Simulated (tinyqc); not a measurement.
## Trap density from one capacitance

Problem. Traps spread evenly through the insulator exchange electrons with the semiconductor by tunnelling, with tau(x) = t0 exp(2 ka x) at depth x from the interface. The admittance per area Y seen at depth x obeys dY/dx = -Y^2/(i w eps0 eox) + q Nb ln(1 + i w tau)/tau, with Y(0) = i w Cs and w = 2 pi f; the gate sees Y(tox) = G + i w C. Working variable y = Y/(i w), in uF/cm^2. Cox = eps0 eox/tox. Find Nb and G/w.

Values chosen for this exercise:
- eox = 22.8 (relative permittivity of the insulator)
- tox = 5.3 nm (insulator thickness)
- Cs = 1.1 uF/cm^2 (semiconductor capacitance in accumulation)
- ka = 5.7 1/nm (decay constant of the wave function in the insulator)
- t0 = 5e-11 s (time constant of a trap at the interface)
- f = 1000 Hz (frequency)

Constants: q = 1.602176634e-19 C, eps0 = 8.8541878128e-14 F/cm where lengths are in cm. Results are converted to the units shown.

C = 0.96671834 uF/cm^2

Answer. C rises steadily with Nb, so one density matches; in practice ka and t0 must come from the frequency dependence.

Nb = 8.000e18 cm^-3 eV^-1
G/w = 0.01168 uF/cm^2

Program tinyqc, `OMP_NUM_THREADS=1 python tinyqc.py 2202140 2202141 out.jsonl`; Intel Xeon 2.30GHz, shared host, one thread, about 0.4 s.
